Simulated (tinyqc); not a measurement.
Empirical pseudopotential in a few plane waves, step by step. One step of it, computed by the program tinyqc.

Question. Bloch Hamiltonian at k. Basis: the 15 shortest G (labels in 2 pi/a), the same at every k. H(G,G') = c |k + G|^2 delta + VS(|G-G'|^2) cos((G-G').tau) + i VA sin((G-G').tau), tau = a/8 (1,1,1); 1 Ry = 13.605693 eV.

Parameters chosen for this model: fcc lattice, atoms at +/- a/8 (1,1,1); form factors in rydberg at |G|^2 in units of (2 pi/a)^2:
```
parameter                 value      unit
a                      5.370000  angstrom
VS(3)                 -0.241000        Ry
VS(8)                 -0.007000        Ry
VS(11)                 0.031000        Ry
VA(3)                         0        Ry
VA(4)                         0        Ry
VA(11)                        0        Ry
hbar^2/2m (2 pi/a)^2   5.215958        eV
```

k point k (2 pi / a): [-0.180000, 0.140000, 0.110000]

Give: H(k) at k.

Answer.

H(k) at k (eV):
```
         +0+0+0   -1-1-1   -1-1+1   -1+1-1   -1+1+1   +1-1-1   +1-1+1   +1+1-1
+0+0+0   0.3343   2.3186  -2.3186  -2.3186  -2.3186  -2.3186  -2.3186  -2.3186
-1-1-1   2.3186  15.2520   0.0000   0.0000   0.0952   0.0000   0.0952   0.0952
-1-1+1  -2.3186   0.0000  17.5470  -0.0952   0.0000  -0.0952   0.0000   0.0000
-1+1-1  -2.3186   0.0000  -0.0952  18.1729   0.0000  -0.0952   0.0000   0.0000
-1+1+1  -2.3186   0.0952   0.0000   0.0000  20.4679   0.0000  -0.0952  -0.0952
+1-1-1  -2.3186   0.0000  -0.0952  -0.0952   0.0000  11.4965   0.0000   0.0000
+1-1+1  -2.3186   0.0952   0.0000   0.0000  -0.0952   0.0000  13.7915  -0.0952
+1+1-1  -2.3186   0.0952   0.0000   0.0000  -0.0952   0.0000  -0.0952  14.4174
+1+1+1   2.3186   0.0000   0.0952   0.0952   0.0000   0.0952   0.0000   0.0000
-2+0+0   0.0000  -2.3186  -2.3186  -2.3186   2.3186   0.2982  -0.2982  -0.2982
+0-2+0   0.0000  -2.3186  -2.3186   0.2982  -0.2982  -2.3186   2.3186  -0.2982
+0+0-2   0.0000  -2.3186   0.2982  -2.3186  -0.2982  -2.3186  -0.2982   2.3186
+0+0+2   0.0000  -0.2982   2.3186  -0.2982  -2.3186  -0.2982  -2.3186   0.2982
+0+2+0   0.0000  -0.2982  -0.2982   2.3186  -2.3186  -0.2982   0.2982  -2.3186
+2+0+0   0.0000  -0.2982  -0.2982  -0.2982   0.2982   2.3186  -2.3186  -2.3186

         +1+1+1   -2+0+0   +0-2+0   +0+0-2   +0+0+2   +0+2+0   +2+0+0
+0+0+0   2.3186   0.0000   0.0000   0.0000   0.0000   0.0000   0.0000
-1-1-1   0.0000  -2.3186  -2.3186  -2.3186  -0.2982  -0.2982  -0.2982
-1-1+1   0.0952  -2.3186  -2.3186   0.2982   2.3186  -0.2982  -0.2982
-1+1-1   0.0952  -2.3186   0.2982  -2.3186  -0.2982   2.3186  -0.2982
-1+1+1   0.0000   2.3186  -0.2982  -0.2982  -2.3186  -2.3186   0.2982
+1-1-1   0.0952   0.2982  -2.3186  -2.3186  -0.2982  -0.2982   2.3186
+1-1+1   0.0000  -0.2982   2.3186  -0.2982  -2.3186   0.2982  -2.3186
+1+1-1   0.0000  -0.2982  -0.2982   2.3186   0.2982  -2.3186  -2.3186
+1+1+1  16.7125  -0.2982  -0.2982  -0.2982  -2.3186  -2.3186  -2.3186
-2+0+0  -0.2982  24.9537  -0.0952  -0.0952   0.0952   0.0952   0.0000
+0-2+0  -0.2982  -0.0952  18.2772  -0.0952   0.0952   0.0000   0.0952
+0+0-2  -0.2982  -0.0952  -0.0952  18.9032   0.0000   0.0952   0.0952
+0+0+2  -2.3186   0.0952   0.0952   0.0000  23.4932  -0.0952  -0.0952
+0+2+0  -2.3186   0.0952   0.0000   0.0952  -0.0952  24.1191  -0.0952
+2+0+0  -2.3186   0.0000   0.0952   0.0952  -0.0952  -0.0952  17.4427
```
